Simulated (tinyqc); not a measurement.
Inside a calculation. Model: velocity overshoot from momentum and energy balance equations after a field step. Computed by tinyqc, a small Python program that keeps every step. Command: `OMP_NUM_THREADS=1 python tinyqc.py 3030190 3030191 out.jsonl overshoot walk`. One thread of a shared host (Intel(R) Xeon(R) Processor @ 2.30GHz), about 0.03 s of CPU time with the checks. Intermediate numbers are printed to about 7 digits and carried at full precision; extremes and crossings named in words are read from the listed rows.

At t = 0 the field jumps from 0 to F in a uniform sample. v is the drift velocity and u = w - (3/2) k_B T the excess energy per carrier.

Inputs (values chosen for the exercise, modelled on holes in silicon except for tau_E):

| quantity | value | unit |
|---|---|---|
| effective mass m | 0.42 | m_0 |
| low-field mobility mu_0 | 490 | cm^2/(V s) |
| saturation velocity v_s | 0.79 | 1e7 cm/s |
| energy relaxation time tau_E | 0.46 | ps |
| field after the step F | 140 | kV/cm |
| lattice temperature T | 300 | K |
| time step dt | 2.3 | fs |

Scheme: explicit Euler.

Constants: m_0 = 9.1093837015e-31 kg; e = 1.602176634e-19 C; k_B = 8.617333262e-05 eV/K.

## Constants and steady state

dv/dt = e F/m - v/tau_m(u), du/dt = e F v - u/tau_E, tau_m(u) = tau_0/(1 + c u), tau_0 = m mu_0/e, c = mu_0/(e tau_E v_s^2); this choice gives the steady state v (1 + mu_0 F v/v_s^2) = mu_0 F, which saturates at v_s. Steady velocity v = 2 mu_0 F/(1 + sqrt(1 + 4 (mu_0 F/v_s)^2)); u = e F v tau_E; carrier temperature T + 2u/(3 k_B), neglecting the drift energy m v^2/2.

tau_0 = 117.0103 fs

c = 17.06806 1/eV

acceleration e F/m = 0.05862733 1e7 cm/s per fs

steady velocity = 0.7458202 1e7 cm/s

steady excess energy = 0.4803082 eV

steady carrier temperature = 4015.830 K

tau_E/tau_0 = 3.93, and in the steady state tau_m has shrunk to 12.7 fs.

## First four steps

dv/dt = e F/m - v/tau_m(u), du/dt = e F v - u/tau_E, tau_m(u) = tau_0/(1 + c u), tau_0 = m mu_0/e, c = mu_0/(e tau_E v_s^2); this choice gives the steady state v (1 + mu_0 F v/v_s^2) = mu_0 F, which saturates at v_s. Step: v_new = v + dt (e F/m - v/tau_m(u)), u_new = u + dt (e F v - u/tau_E). Start v = u = 0; the distance adds dt (v + v_new)/2.

Steps:

| step | t (fs) | v (1e7 cm/s) | u (eV) | tau_m (fs) |
|---|---|---|---|---|
| 1 | 2.3 | 0.1348429 | 0.000000000 | 117.0103 |
| 2 | 4.6 | 0.2670352 | 0.000434194 | 116.1495 |
| 3 | 6.9 | 0.3965902 | 0.001291876 | 114.4859 |
| 4 | 9.2 | 0.5234657 | 0.002562438 | 112.1072 |

After the first step u is still 0, below the drift energy m v^2/2, because the explicit scheme uses the old v: an error of the finite time step.

## The whole transient

Run to 8 times the larger of tau_E and tau_0, but at most 20001 steps, and stop early if |v| > 1000 v_s or u < -1/(2c); the run is accepted if the last v is within 0.5 % of the steady value.

Selected steps, the peak among them:

| step | t (fs) | v (1e7 cm/s) | u (eV) | distance (nm) |
|---|---|---|---|---|
| 1 | 2.300000e+00 | 0.134843 | 0 | 1.550693e-02 |
| 3 | 6.900000e+00 | 0.396590 | 1.291876e-03 | 1.380398e-01 |
| 5 | 1.150000e+01 | 0.647569 | 4.235185e-03 | 3.785153e-01 |
| 9 | 2.070000e+01 | 1.112949 | 1.472274e-02 | 1.192157e+00 |
| 17 | 3.910000e+01 | 1.842424 | 5.111393e-02 | 3.958766e+00 |
| 29 | 6.670000e+01 | 2.238269 | 1.270413e-01 | 9.791597e+00 |
| 30 | 6.900000e+01 | 2.233716 | 1.336134e-01 | 1.030588e+01 |
| 53 | 1.219000e+02 | 1.554734 | 2.548847e-01 | 2.051025e+01 |
| 93 | 2.139000e+02 | 1.020191 | 3.497973e-01 | 3.163158e+01 |
| 165 | 3.795000e+02 | 0.845248 | 4.211162e-01 | 4.674244e+01 |
| 291 | 6.693000e+02 | 0.770859 | 4.637958e-01 | 6.989237e+01 |
| 514 | 1.182200e+03 | 0.748530 | 4.784626e-01 | 1.086563e+02 |
| 907 | 2.086100e+03 | 0.745878 | 4.802684e-01 | 1.761333e+02 |
| 1601 | 3.682300e+03 | 0.745820 | 4.803082e-01 | 2.951825e+02 |

peak velocity = 2.238269 1e7 cm/s

time of the peak = 66.7 fs

distance at the peak = 9.791597 nm

last relative deviation from the steady velocity = 8.948460e-08

peak over steady velocity = 3.001084

The velocity overshoots to 3.00 times its steady value: momentum follows the field within tau_m while the energy, and with it the scattering rate, builds up over tau_E. A channel shorter than a few times 9.8 nm would see this.

## Error of the time step

The peak velocity is recomputed with dt/2 and dt/4 and by an adaptive Runge-Kutta method (tolerance 1e-9).

Peak velocity:

| step | v_peak (1e7 cm/s) | error (%) |
|---|---|---|
| dt | 2.238269 | 2.445316 |
| dt/2 | 2.211231 | 1.207773 |
| dt/4 | 2.197900 | 0.597639 |
| adaptive | 2.184843 | 0.000000 |

The explicit scheme puts the peak 2.45 % too high; halving dt divides the error by 2.02, as a first-order method should.

Checks made by the program: peak at dt/4 against the adaptive solution (relative difference 6e-03).
